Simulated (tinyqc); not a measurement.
Gate sweep: gated graphene: carriers, quantum capacitance and optical conductivity.

Cones E = +/- hv |k|, four flavours, D(E) = 2|E|/(pi hv^2). n = (2/pi)(kT/hv)^2 F_1(mu/kT), p = (2/pi)(kT/hv)^2 F_1(-mu/kT), in 1/angstrom^2 (1e16 for 1/cm^2); F_1(eta) = integral_0^infinity x dx/(1 + exp(x - eta)). Cq/e^2 = d(n - p)/d mu = (2 kT/(pi hv^2)) ln(2 + 2 cosh(mu/kT)).

Gate: V = mu/e + e (n - p)/Cox with Cox/e^2 = k/(4 pi e2 t), t in angstrom, e2 = e^2/(4 pi eps0); 1/(eV angstrom^2) in C/e^2 equals 1602.176634 microfarad/cm^2; total 1/C = 1/Cox + 1/Cq.

Constants: kB = 8.617333262e-05 eV/K; e^2/(4 pi eps0) = 14.39964547 eV angstrom.

Inputs chosen for the exercise (Fermi velocity near that of graphene, gate dielectric near SiO2; not measured data):

| symbol | value | unit | meaning |
|---|---|---|---|
| hv | 6.92 | eV angstrom | hbar vF |
| T | 150 | K |  |
| k | 4.08 |  | dielectric constant of the gate layer |
| t | 30 | nm | its thickness |

Results:

| V (V) | mu (eV) | n - p (1/cm^2) | n + p (1/cm^2) | Cq (microfarad/cm^2) | C/Cox | Cox V/e (1/cm^2) |
|---|---|---|---|---|---|---|
| 0 | 0.0000 | 0 | 3.65e+10 | 0.382 | 0.760 | 0 |
| 0.20 | 0.0366 | 1.23e+11 | 1.25e+11 | 0.810 | 0.871 | 1.50e+11 |
| 0.53 | 0.0684 | 3.47e+11 | 3.47e+11 | 1.46 | 0.924 | 3.98e+11 |
| 1.3 | 0.1134 | 8.92e+11 | 8.92e+11 | 2.42 | 0.953 | 9.77e+11 |
| 2.6 | 0.1643 | 1.83e+12 | 1.83e+12 | 3.50 | 0.967 | 1.95e+12 |
| 4.6 | 0.2213 | 3.29e+12 | 3.29e+12 | 4.71 | 0.975 | 3.46e+12 |
| 6.6 | 0.2666 | 4.76e+12 | 4.76e+12 | 5.68 | 0.979 | 4.96e+12 |
| 9.9 | 0.3281 | 7.19e+12 | 7.19e+12 | 6.99 | 0.983 | 7.44e+12 |
| 14 | 0.3916 | 1.02e+13 | 1.02e+13 | 8.34 | 0.986 | 1.05e+13 |

What can be read from this table?

At neutrality n + p = 3.65e+10 1/cm^2 of thermal carriers remain and C/Cox = 0.760; at the last row C/Cox = 0.986 and the plain capacitor rule overstates n - p by 2.9 %. Between the last two rows mu goes as V^0.51; for |mu| well above kT the limits are 1/2 where Cox is small against Cq and 1 where it is large.

(tinyqc, `OMP_NUM_THREADS=1 python tinyqc.py 1680864 1680865 out.jsonl`, Intel(R) Xeon(R) Processor @ 2.30GHz, 1 thread, shared host, about 0.01 s.)
